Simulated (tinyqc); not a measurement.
Bandgap voltage reference from two bipolar transistors: one step of the calculation.

Two transistors of area 1 and N carry the same current I. Is(T) = Is (T/T0)^eta exp[(Vg0 q/kB)(1/T0 - 1/T)], VBE1 = Vt ln(I/Is(T)) + I rb, VBE2 = Vt ln(I/(N Is(T))) + I rb/N. The amplifier forces I R1(T) = VBE1 - VBE2 + Vos, with R(T) = R (1 + tc (T - T0)) for both resistors, and the output is Vref = VBE1 + I R2(T). Base currents and the Early effect are neglected.

Problem. Operating point at the reference temperature. Vt = kB T/q; I = (Vt ln N + Vos)/(R1(T) - rb (1 - 1/N)). Evaluate at T = T0.

Inputs (values chosen for the exercise); values of the order met in silicon bipolar transistors:
- T0 = 300 K (reference temperature)
- Vg0 = 1.204 V (band-gap voltage extrapolated to 0 K)
- eta = 3.1 (temperature exponent of the saturation current)
- Is = 3.5e-18 A (saturation current of the unit transistor at T0)
- N = 24 (area ratio of the second transistor)
- R1 = 10 kohm (resistor across which the difference of VBE falls, at T0)
- tc = 0 ppm/K (temperature coefficient of both resistors)
- Vos = 0 mV (offset of the amplifier)
- rb = 0 ohm (series resistance of the unit transistor)
- R2 = 67.34 kohm (output resistor at T0)

Constants: q = 1.602176634e-19 C, kB = 1.380649e-23 J/K. Results are converted to the units shown.

Give: Vt; I; Is(T); VBE1; I R2; Vref.

Solution.

Vt = 0.025852 V
I = 8.2159 uA
Is(T) = 3.5000e-18 A
VBE1 = 0.73638 V
I R2 = 0.55326 V
Vref = 1.2896 V

Numbers from tinyqc (`OMP_NUM_THREADS=1 python tinyqc.py 2062015 2062016 out.jsonl`; about 0.03 s on one thread of a shared Intel Xeon 2.30GHz).
